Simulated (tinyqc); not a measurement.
Inside a calculation. Method: Hubbard ring of 4 sites. Computed by tinyqc, a small Python program that keeps every step. Settings: hopping = 1.49, U = 10.2, mixing = 0.2, iteration cap = 77. Command: `OMP_NUM_THREADS=1 python tinyqc.py 31571 31572 out.jsonl` (the two numbers bound the seeds that draw the settings). One thread of a shared host (Intel(R) Xeon(R) Processor @ 2.60GHz), about 0.2 s of CPU time with the checks. Later iterations appear only in the table of the cycle.

## Mean-field iteration 1

one-body matrix (hopping and site energies) (eV), order 1, 2, 3, 4:
$$\begin{pmatrix}
0.000000 & -1.490000 & 0.000000 & -1.490000 \\
-1.490000 & 0.000000 & -1.490000 & 0.000000 \\
0.000000 & -1.490000 & 0.000000 & -1.490000 \\
-1.490000 & 0.000000 & -1.490000 & 0.000000
\end{pmatrix}$$

U = 10.200000 eV

electrons, up and down: [1, 1]

mixing = 0.200000

n(up) at the start (a guess, not normalised): 1 0.550000, 2 0.000000, 3 0.550000, 4 0.000000

n(down) at the start (a guess): 1 0.000000, 2 0.550000, 3 0.000000, 4 0.550000

H(up) = T + U n(down), H(down) = T + U n(up); fill the lowest levels; n(new) = n + mixing (n(out) - n); E = tr T (rho up + rho down) + U sum n_up n_down of the output.

levels, up (eV): [-1.287484, 0.000000, 5.610000, 6.897484]

levels, down (eV): [-1.287484, 0.000000, 5.610000, 6.897484]

energy = -2.987790 eV

n(up) after iteration 1: 1 0.524270, 2 0.015730, 3 0.524270, 4 0.015730

n(down) after iteration 1: 1 0.015730, 2 0.524270, 3 0.015730, 4 0.524270

## Mean-field iteration 2

As before.

levels, up (eV): [-1.196561, 0.160445, 5.347555, 6.704561]

levels, down (eV): [-1.196561, 0.160445, 5.347555, 6.704561]

energy = -3.044808 eV

n(up) after iteration 2: 1 0.502241, 2 0.029759, 3 0.502241, 4 0.029759

n(down) after iteration 2: 1 0.029759, 2 0.502241, 3 0.029759, 4 0.502241

## Convergence

Each step fills the lowest levels of T + U n(other spin) and sets n(new) = n + mixing (n(out) - n); stop when output and input agree to 1e-8.

Course of the cycle:
```
iteration       E (eV)  largest |n(out) - n(in)|  mean |n_up - n_down|
1          -2.98778955                  1.29e-01              0.342701
2          -3.04480760                  1.10e-01              0.328252
3          -3.09259226                  9.50e-02              0.314385
4          -3.13274671                  8.27e-02              0.301148
5          -3.16661804                  7.24e-02              0.288558
6          -3.19531908                  6.39e-02              0.276612
7          -3.21975982                  5.68e-02              0.265294
8          -3.24068031                  5.08e-02              0.254578
9          -3.25868111                  4.57e-02              0.244434
10         -3.27424966                  4.14e-02              0.234831
11         -3.28778229                  3.76e-02              0.225734
...                ...                       ...                   ...
67         -3.40757438                  3.21e-03              0.037372
68         -3.40771514                  3.12e-03              0.036282
69         -3.40784759                  3.02e-03              0.035224
70         -3.40797223                  2.93e-03              0.034197
71         -3.40808952                  2.84e-03              0.033201
72         -3.40819993                  2.76e-03              0.032234
73         -3.40830387                  2.67e-03              0.031296
74         -3.40840172                  2.59e-03              0.030386
75         -3.40849385                  2.52e-03              0.029503
76         -3.40858060                  2.44e-03              0.028645
77         -3.40866230                  2.37e-03              0.027813
```

Not converged within 77 iterations: the residual falls steadily but slowly, by a factor of about 0.97 a step. The lowest mean-field energy found from random starts is -3.85063 eV. Reruns (cap 100 unless said): mixing 0.5: not converged; mixing 0.9: not converged; the original settings with a cap of 400: not converged.

## The many-body Hamiltonian

Basis: all placements (u, d, 2, 0 on each site), up operators ordered before down ones; hops carry the sign of the same-spin electrons passed.

H (eV):
```
           2000       ud00       u0d0       u00d       du00       0200       0ud0       0u0d
2000  10.200000  -1.490000   0.000000  -1.490000  -1.490000   0.000000   0.000000   0.000000
ud00  -1.490000   0.000000  -1.490000   0.000000   0.000000  -1.490000   0.000000   0.000000
u0d0   0.000000  -1.490000   0.000000  -1.490000   0.000000   0.000000  -1.490000   0.000000
u00d  -1.490000   0.000000  -1.490000   0.000000   0.000000   0.000000   0.000000  -1.490000
du00  -1.490000   0.000000   0.000000   0.000000   0.000000  -1.490000   0.000000  -1.490000
0200   0.000000  -1.490000   0.000000   0.000000  -1.490000  10.200000  -1.490000   0.000000
0ud0   0.000000   0.000000  -1.490000   0.000000   0.000000  -1.490000   0.000000  -1.490000
0u0d   0.000000   0.000000   0.000000  -1.490000  -1.490000   0.000000  -1.490000   0.000000
d0u0   0.000000   0.000000   0.000000   0.000000  -1.490000   0.000000   0.000000   0.000000
0du0   0.000000   0.000000   0.000000   0.000000   0.000000  -1.490000   0.000000   0.000000
0020   0.000000   0.000000   0.000000   0.000000   0.000000   0.000000  -1.490000   0.000000
00ud   0.000000   0.000000   0.000000   0.000000   0.000000   0.000000   0.000000  -1.490000
d00u  -1.490000   0.000000   0.000000   0.000000   0.000000   0.000000   0.000000   0.000000
0d0u   0.000000  -1.490000   0.000000   0.000000   0.000000   0.000000   0.000000   0.000000
00du   0.000000   0.000000  -1.490000   0.000000   0.000000   0.000000   0.000000   0.000000
0002   0.000000   0.000000   0.000000  -1.490000   0.000000   0.000000   0.000000   0.000000

           d0u0       0du0       0020       00ud       d00u       0d0u       00du       0002
2000   0.000000   0.000000   0.000000   0.000000  -1.490000   0.000000   0.000000   0.000000
ud00   0.000000   0.000000   0.000000   0.000000   0.000000  -1.490000   0.000000   0.000000
u0d0   0.000000   0.000000   0.000000   0.000000   0.000000   0.000000  -1.490000   0.000000
u00d   0.000000   0.000000   0.000000   0.000000   0.000000   0.000000   0.000000  -1.490000
du00  -1.490000   0.000000   0.000000   0.000000   0.000000   0.000000   0.000000   0.000000
0200   0.000000  -1.490000   0.000000   0.000000   0.000000   0.000000   0.000000   0.000000
0ud0   0.000000   0.000000  -1.490000   0.000000   0.000000   0.000000   0.000000   0.000000
0u0d   0.000000   0.000000   0.000000  -1.490000   0.000000   0.000000   0.000000   0.000000
d0u0   0.000000  -1.490000   0.000000  -1.490000  -1.490000   0.000000   0.000000   0.000000
0du0  -1.490000   0.000000  -1.490000   0.000000   0.000000  -1.490000   0.000000   0.000000
0020   0.000000  -1.490000  10.200000  -1.490000   0.000000   0.000000  -1.490000   0.000000
00ud  -1.490000   0.000000  -1.490000   0.000000   0.000000   0.000000   0.000000  -1.490000
d00u  -1.490000   0.000000   0.000000   0.000000   0.000000  -1.490000   0.000000  -1.490000
0d0u   0.000000  -1.490000   0.000000   0.000000  -1.490000   0.000000  -1.490000   0.000000
00du   0.000000   0.000000  -1.490000   0.000000   0.000000  -1.490000   0.000000  -1.490000
0002   0.000000   0.000000   0.000000  -1.490000  -1.490000   0.000000  -1.490000  10.200000
```

## Exact diagonalisation (16 states)

Lowest levels of the sector, and the double occupancy of the lowest state.

lowest levels (eV): [-4.845715, -2.980000, -2.980000, -0.806810, -0.806810, 0.000000]

double occupancy per site = 0.010690

## The lowest level by Lanczos steps

From a random start vector (not printed): a_j = <q_j|H|q_j>, b_j = norm of the remainder after orthogonalising; the Ritz value is the lowest eigenvalue of the tridiagonal matrix of a and b so far.

Lanczos:
```
j  a_j (eV)  b_j (eV)  lowest Ritz value (eV)
1  0.628191  5.574193              0.62819105
2  5.054294  5.022863             -3.15619254
3  2.171759  2.311303             -4.60537832
4  1.160779  2.426720             -4.80789361
5  7.782214  5.948169             -4.82618442
6  1.321218  1.277647             -4.84394905
7  3.394966  5.177140             -4.84513799
8  6.045949  1.475068             -4.84569335
9  3.040631         0             -4.84571478
```
